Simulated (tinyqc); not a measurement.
# Floating body of a partially depleted SOI transistor: body voltage and kink: two studies

Source at 0 V. Channel current Ic = 2 nf K Vt^2 [F(0) - F(Vd)](1 + la Vd), F(V) = ln^2(1 + exp((Vg - VT - nf V)/(2 nf Vt))), VT = VT0 - gb Vb. Saturation voltage Vs = 2 Vt sqrt(F(0)) + 3 Vt, excess Ve = (Vd - Vs + sqrt((Vd - Vs)^2 + 0.0004 V^2))/2, multiplication M1 = Ai Ve exp(-Bl/Ve). Each junction passes D(v) = J1 (exp(v/Vt) - 1) + J2 (exp(v/(2 Vt)) - 1). Bipolar current Ib = bb J1 (exp(Vb/Vt) - 1). The body settles where M1 (Ic + Ib) = D(Vb) + D(Vb - Vd) + Vb/Rb; drain current Id = (1 + M1)(Ic + Ib) - D(Vb - Vd).

Inputs (values chosen for the exercise); values of the order met in partially depleted silicon-on-insulator transistors:

| symbol | value | unit | meaning |
|---|---|---|---|
| T | 330 | K | temperature |
| VT0 | 0.42 | V | threshold at zero body voltage |
| gb | 0.21 |  | fall of the threshold per volt of body voltage |
| nf | 1.27 |  | slope factor |
| K | 130 | uA/(V^2 um) | gain factor per width |
| la | 0.06 | 1/V | channel-length modulation factor |
| Ai | 2.44 | 1/V | impact-ionisation prefactor |
| Bl | 4.6 | V | impact-ionisation voltage |
| J1 | 9.9e-12 | uA/um | diffusion saturation current of each junction |
| J2 | 9.8e-9 | uA/um | recombination saturation current of each junction |
| bb | 1 |  | gain of the lateral bipolar transistor on the diffusion current |
| Rb | 1e9 | kohm um | resistance of a weak body tie to the source (1e9 stands for no tie, and the term is then dropped) |
| Vg | 0.85 | V | gate voltage |
| Vd | 1.9 | V | drain voltage |

Constants: q = 1.602176634e-19 C, kB = 1.380649e-23 J/K, Vt = kB T/q. Results are converted to the units shown.

Each table varies one quantity; the others keep the values above.

## Output curve and kink

Rows with more than one solution for Vb (latch) are left out; dId/dVd by a forward difference over 1e-4 V, swing = 1e-4 V over the change of log10 Id; M1 under 1e-12 is printed as 0.

Results:
```
Vd (V),Vb (V),M1,"Id, floating (uA/um)","Id, grounded (uA/um)",ratio,"dId/dVd, floating (uS/um)","dId/dVd, grounded (uS/um)"
0.8,0.3439,4.355e-7,13.53,9.926,1.363,18.91,0.5699
1,0.5339,9.593e-5,15.95,10.04,1.588,8.190,0.6436
1.4,0.6730,0.01034,18.49,10.49,1.763,6.560,1.866
1.6,0.7083,0.03357,20.09,10.98,1.830,9.922,3.091
1.8,0.7346,0.07829,22.64,11.74,1.929,16.13,4.565
2,0.7559,0.1487,26.81,12.81,2.092,26.35,6.164
2.2,0.7745,0.2467,33.67,14.21,2.370,43.98,7.799
```

Estimate the missing row, Vd = 1.2 V.

Computed row:
```
Vd (V),Vb (V),M1,"Id, floating (uA/um)","Id, grounded (uA/um)",ratio,"dId/dVd, floating (uS/um)","dId/dVd, grounded (uS/um)"
1.2,0.6210,0.001777,17.29,10.20,1.695,5.847,1.029
```

With this row back in the table: Vb rises from 0.344 to 0.774 V and the ratio of the currents rises from 1.36 to 2.37. The output conductance with a floating body exceeds the grounded value by the largest factor among the rows, 33.2, at Vd = 0.8 V, where Vb = 0.344 V and M1 = 4.36e-7.

## Transfer curve and swing

Same model as above.

Transfer curve and swing:
```
Vg (V),Vb (V),M1,"Id, floating (uA/um)","Id, grounded (uA/um)",ratio,"swing, floating (mV/decade)","swing, grounded (mV/decade)"
-0.03,0.3053,0.3509,9.779e-6,1.565e-6,6.247,56.43,83.77
0.07,0.4558,0.3499,4.637e-4,2.466e-5,18.81,64.56,83.53
0.17,0.5565,0.3454,0.01285,3.837e-4,33.48,74.76,84.49
0.27,0.6346,0.3287,0.1994,0.005585,35.71,98.68,88.32
0.37,0.6855,0.2937,1.292,0.06541,19.75,160.5,101.8
0.47,0.7138,0.2500,3.962,0.4697,8.436,265.5,139.2
0.57,0.7296,0.2072,8.034,1.821,4.411,398.3,211.6
0.67,0.7387,0.1684,13.16,4.458,2.952,543.7,313.4
0.77,0.7437,0.1342,19.14,8.331,2.297,692.1,431.4
```

Vb rises from 0.305 to 0.744 V. The smallest swing among the rows is 56.4 mV a decade with a floating body (at Vg = -0.03 V) and 83.5 with a grounded one; Vt ln 10 = 65.5. The floating swing is smaller by more than 3 % for Vg = -0.03, 0.07, 0.17 V, where the rising Vb lowers the threshold as Vg rises. In the first row the floating body raises the current by a factor of 6.25.

Range of the model: The multiplication law is an empirical form chosen for the exercise; self-heating and capacitive coupling to the body are left out, and the linear laws are rough once Vb passes about 0.7 V or M1 about 0.1.

Program tinyqc, `OMP_NUM_THREADS=1 python tinyqc.py 2182012 2182013 out.jsonl`; Intel Xeon 2.30GHz, shared host, one thread, about 0.2 s.
